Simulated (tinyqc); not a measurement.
## Hot electrons in a saturated n-channel MOSFET, lucky-electron model: effect of the resistance of the lightly doped drain

Beyond pinch-off the lateral field grows as Esat cosh(y/l) over the velocity-saturated region (pseudo-two-dimensional model). Impact ionisation in this region gives the substrate current, which biases the body forward through Rsub. Currents are per width. Local-field laws: they overstate ionisation when the field peak is narrower than an energy relaxation length.

Cox = 3.9 eps0/tox, l = sqrt(3 tox xj), Esat = 2 vs/mu. Overdrive g = Vg - VT + kb Vb; Vdsat = g Esat L/(g + Esat L); Id = Cox vs (g - Vdsat); dV = Vd - Id Rd - Vdsat; Em = sqrt((dV/l)^2 + Esat^2); Isub = Id (Ai/Bi) l Em exp(-Bi/Em). Vb = Rsub Isub is solved self-consistently. Lifetime tau = (Hl/Id)(Isub/Id)^(-m); 1 year = 3.15576e7 s.

Inputs (values chosen for the exercise); values close to those of silicon n-channel devices:
- L = 1.2 um (channel length)
- tox = 24 nm (oxide thickness)
- xj = 470 nm (junction depth)
- VT = 0.71 V (threshold)
- mu = 360 cm^2/(V s) (effective mobility)
- vs = 9.6e6 cm/s (saturation velocity)
- Ai = 2e6 1/cm (ionisation prefactor)
- Bi = 1.74 MV/cm (ionisation field)
- Rsub = 16000 ohm um (substrate resistance)
- kb = 0.45 (fall of VT per volt of forward body bias)
- m = 2.7 (lifetime exponent)
- Hl = 12000 s uA/um (lifetime constant)
- Vd = 4.4 V (drain voltage)
- Vg = 2.2 V (gate voltage)

Constants: eps0 = 8.8541878128e-14 F/cm where lengths are in cm. Results are converted to the units shown.

Effect of the resistance of the lightly doped drain:
```
Rd (ohm um)	Id (uA/um)	Em (MV/cm)	Isub (uA/um)	Isub/Id	tau (years)
0	38.87	0.1815	0.01024	2.633e-4	4.520e4
150	38.87	0.1812	0.01006	2.587e-4	4.741e4
300	38.87	0.1809	0.009879	2.542e-4	4.974e4
500	38.87	0.1805	0.009647	2.482e-4	5.304e4
800	38.87	0.1799	0.009307	2.395e-4	5.842e4
1200	38.87	0.1791	0.008871	2.282e-4	6.652e4
1600	38.87	0.1783	0.008451	2.174e-4	7.582e4
```

Read the table: what changes, and by how much?

As Rd goes from 0 to 1600 ohm um, Em falls from 0.181 to 0.178 MV/cm, Isub falls from 0.0102 to 0.00845 uA/um and tau rises from 45200 to 75800 years. From the first row to the last, log10(tau) changes by 0.22: 0.22 from (Isub/Id)^(-m), which holds Em and l, and under 0.005 from 1/Id. The price is 0.0622 V dropped over Rd in the last row. In every row tau is a far extrapolation that only says that hot carriers are no limit.

Computed by the program tinyqc: `OMP_NUM_THREADS=1 python tinyqc.py 2550107 2550108 out.jsonl`, one thread of a shared Intel Xeon 2.30GHz, about 0.01 s for the whole run.
